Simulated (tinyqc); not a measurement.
# Resonant-tunnelling diode, transfer matrices and Tsu-Esaki current: two studies

Emitter (band edge 0), barrier d1, well Lw, barrier d2, collector (edge -V). The bias drops linearly over these layers and none in the contacts; each layer is cut into ns equal slices, flat at the value of their centres. E is the energy of motion across the layers, C = hbar^2/(2 m0), psi and psi'/m are continuous. Transport is coherent, T(E) is taken as independent of the transverse momentum, and charge in the well is ignored.

Parameters, values chosen for the exercise; masses and offsets of a made-up heterostructure:
- T = 300 K (temperature)
- mw = 0.057 m0 (mass in the well, spacer and contacts)
- U1 = 1.5 eV (barrier height)
- m1 = 0.21 m0 (barrier mass)
- d1 = 0.8 nm (emitter barrier)
- Lw = 2.8 nm (well width)
- d2 = 0.8 nm (collector barrier)
- ns = 1 (slices in each layer)
- Ef = 0.077 eV (Fermi energy of both contacts above their band edges)
- V = 0.29 V (bias of the collector)

Constants: q = 1.602176634e-19 C, kB = 1.380649e-23 J/K, hbar = 1.054571817e-34 J s, m0 = 9.1093837015e-31 kg, Vt = kB T/q, hbar^2/(2 m0) = 0.0380998212 eV nm^2. Results are converted to the units shown.

Each table varies one quantity; the others keep the values above.

## Effect of the collector barrier

For the pair (psi, psi'/m) a flat layer has M = [[cos kd, (m/k) sin kd], [-(k/m) sin kd, cos kd]] with k = sqrt(m (E - U)/C) above its edge U, and M = [[cosh Kd, (m/K) sinh Kd], [(K/m) sinh Kd, cosh Kd]] with K = sqrt(m (U - E)/C) below it. Later slices stand to the left. With M acting on (psi, psi'/m) and v = k/m in each lead, T(E) = 4 vL vR/[(vL vR M12 - M21)^2 + (vR M11 + vL M22)^2]. J = J0 times the integral over E > 0 of T(E) N(E), N = ln[(1 + exp((Ef - E)/Vt))/(1 + exp((Ef - V - E)/Vt))], J0 = q^2 mw m0 kB T/(2 pi^2 hbar^3) (times 1e-4 for A/cm^2 per eV). The integral is converged to the digits shown. The resonance is the first maximum of T(E) for E > 0, G its full width at half maximum.

Results:
```
d2 (nm)	Er (eV)	Tp	G (meV)	J (kA/cm^2)
0.5	0.09709	0.3819	32.82	170.3
0.8	0.1056	0.9184	9.878	97.54
0.9	0.1086	0.9985	7.401	72.08
1.1	0.1143	0.8070	5.038	32.66
1.2	0.1171	0.6151	4.517	20.31
1.4	0.1222	0.2885	4.040	7.120
```

Estimate the missing row, d2 = 0.6 nm.

Computed row:
```
d2 (nm)	Er (eV)	Tp	G (meV)	J (kA/cm^2)
0.6	0.09972	0.5548	20.98	149.3
```

With this row back in the table: As d2 grows from 0.5 to 1.4 nm, G falls from 32.8 to 4.04 meV, Tp goes from 0.382 through a maximum of 0.999 (at d2 = 0.9 nm among the rows listed) to 0.288, and J falls from 170 to 7.12 kA/cm^2. The product G Tp changes by a factor of 0.0930 and J by 0.0418; the rest comes from the shift of Er (0.0971 to 0.122 eV) against the supply function and from current off resonance. In 2 of the 7 rows a layer is thinner than 0.8 nm, a few atomic planes, where an effective mass is a rough description.

## Effect of the Fermi energy

Same model as above.

Er is the first maximum of T(E) at this bias.

Results:
```
Ef (eV)	N at Er = 0.1056 eV	J (kA/cm^2)
0.026	0.04497	16.29
0.05	0.1101	38.92
0.096	0.5246	174.8
0.119	0.9855	321.1
0.143	1.658	534.2
0.166	2.429	780.8
0.189	3.265	1052
```

Estimate the missing row, Ef = 0.073 eV.

Computed row:
```
Ef (eV)	N at Er = 0.1056 eV	J (kA/cm^2)
0.073	0.2495	85.61
```

With this row back in the table: J rises from 16.3 to 1050 kA/cm^2, a factor of 64.6, while N at the resonance grows by 72.6.

Program tinyqc, `OMP_NUM_THREADS=1 python tinyqc.py 2600124 2600125 out.jsonl`; Intel Xeon 2.30GHz, shared host, one thread, about 0.1 s.
